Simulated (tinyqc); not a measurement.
What each parameter does: shallow acceptor in the spherical four-band model.

Units Ry* = Ry/(g1 eps^2) and a* = a0 eps g1; mu = (6 g3 + 4 g2)/(5 g1) is the spherical heavy-light coupling and delta = (g3 - g2)/g1 the cubic term, which is left out.

The ground state 1S3/2 has an L = 0 part f(r) and an L = 2 part g(r). In units of Ry* and a*, with Gaussians f_i = exp(-a_i r^2), g_i = r^2 exp(-a_i r^2), A = a_i + a_j and I(n) = Gamma((n + 1)/2)/(2 A^((n + 1)/2)): S_ff = I(2), S_gg = I(6), H_ff = (6 a_i a_j/A) I(2) - 2 I(1), H_gg = (14 a_i a_j/A) I(6) - 2 I(5), H_fg = -mu [15 I(2) - 20 a_j I(4) + 4 a_j^2 I(6)]; each function is then normalised. The split-off band is left out.

Converged values use 22 exponents 2.2^i, i = -7 to 14, for f and for g.
Constants: Ry = 13.60569312 eV; a0 (Bohr radius) = 0.5291772105 angstrom.

Parameters, chosen for this exercise (near those of a shallow acceptor in Ge; shifted at random, so the results belong to these values and not to a real crystal):
```
symbol  value  unit  meaning
g1      13.39        Luttinger gamma1
g2      4.18         gamma2
g3      5.61         gamma3
eps     16.6         dielectric constant
```

Converged values. Each row changes one parameter from the base and keeps the others.

Results:
```
case           mu  Ry* (meV)  binding (meV)  <r> (angstrom)
base        0.753       3.69           7.97            89.5
g1 = 14.46  0.697       3.41           6.29           111.8
g2 = 3.55   0.715       3.69           7.12            99.2
g3 = 5.16   0.712       3.69           7.07            99.8
eps = 15.2  0.753       4.40           9.51            81.9
```

The largest shifts from the base row, up to three for each result and ties (the steps differ in size, so this ranks the rows, not the parameters). mu: g1 -0.056, g3 -0.040, g2 -0.038; unchanged at the printed digits by eps. Ry* (meV): eps +0.71, g1 -0.27; unchanged at the printed digits by g2 and g3. binding (meV): g1 -1.68, eps +1.54, g3 -0.90. <r> (angstrom): g1 +22.3, g3 +10.3, g2 +9.7. g1 acts twice: it lowers Ry* and it lowers mu.

Program tinyqc; command `OMP_NUM_THREADS=1 python tinyqc.py 1251766 1251767 out.jsonl`; about 0.04 s on one thread of a shared Intel(R) Xeon(R) Processor @ 2.30GHz.
